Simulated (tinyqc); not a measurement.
# Resistance of a tapered via with liner, size effect and interface: via resistance against the interface resistivity at the bottom

A round via whose diameter grows from db at the bottom as D(z) = db + 2 z/tan(ang). The fill, of diameter D - 2 tl, starts above the bottom liner (thickness fb tl) and has rho = rho0 (1 + ks lam/(D - 2 tl)); the sidewall liner conducts in parallel with it. The bottom liner and the interface are crossed over the full area pi db^2/4. Spreading in the lines above and below is left out.

Slices between z0 = fb tl and hv, evaluated at their midpoints: conductance per length pi/4 [(D - 2 tl)^2/rho + (D^2 - (D - 2 tl)^2)/rl], slice resistance = slice height over that. 2000 slices. R_fill = sum of the slices; R_bottom = rl fb tl/(pi db^2/4); R_interface = ri/(pi db^2/4); ballistic (Sharvin) limit 1/(Sb pi (db - 2 tl)^2/4); ideal cylinder rho0 hv/(pi db^2/4).

Parameters, values chosen for the exercise; fill metal close to tungsten: diameter at the bottom db = 25 nm; height hv = 74 nm; sidewall angle ang = 87 degrees; bulk resistivity of the fill rho0 = 5.39 uohm cm; mean free path of the fill lam = 15.7 nm; size-effect factor ks = 1.3; liner on the sidewall tl = 3.6 nm; liner at the bottom over that on the sidewall fb = 1; resistivity of the liner rl = 380 uohm cm; ballistic conductance per area, about 3/(4 rho0 lam) Sb = 9.1e14 S/m^2.

The same in every row: R_fill (ohm) = 19.95; R_bottom (ohm) = 27.87; ballistic limit (ohm) = 4.416.

Result of one run:
```
ri (ohm cm^2),R_interface (ohm),R (ohm),R over ideal cylinder,largest part
3e-11,6.112,53.93,6.637,bottom liner
```

What becomes of these results when the interface resistivity at the bottom ri is changed from 3e-11 to 5e-13 ohm cm^2, all else the same?

Result of the changed run:
```
ri (ohm cm^2),R_interface (ohm),R (ohm),R over ideal cylinder,largest part
5e-13,0.1019,47.92,5.897,bottom liner
```

The whole series:
```
ri (ohm cm^2),R_interface (ohm),R (ohm),R over ideal cylinder,largest part
2e-13,0.04074,47.86,5.890,bottom liner
5e-13,0.1019,47.92,5.897,bottom liner
1e-12,0.2037,48.02,5.910,bottom liner
2e-12,0.4074,48.22,5.935,bottom liner
6e-12,1.222,49.04,6.035,bottom liner
1e-11,2.037,49.85,6.135,bottom liner
3e-11,6.112,53.93,6.637,bottom liner
```

R rises from 47.9 to 53.9 ohm. The bottom liner is the largest part at ri = 2e-13 and in all other rows. The share of the two bottom terms goes from 58.3 to 63.0 %.

Numbers from tinyqc (`OMP_NUM_THREADS=1 python tinyqc.py 2750120 2750121 out.jsonl`; about 0.01 s on one thread of a shared Intel Xeon 2.30GHz).
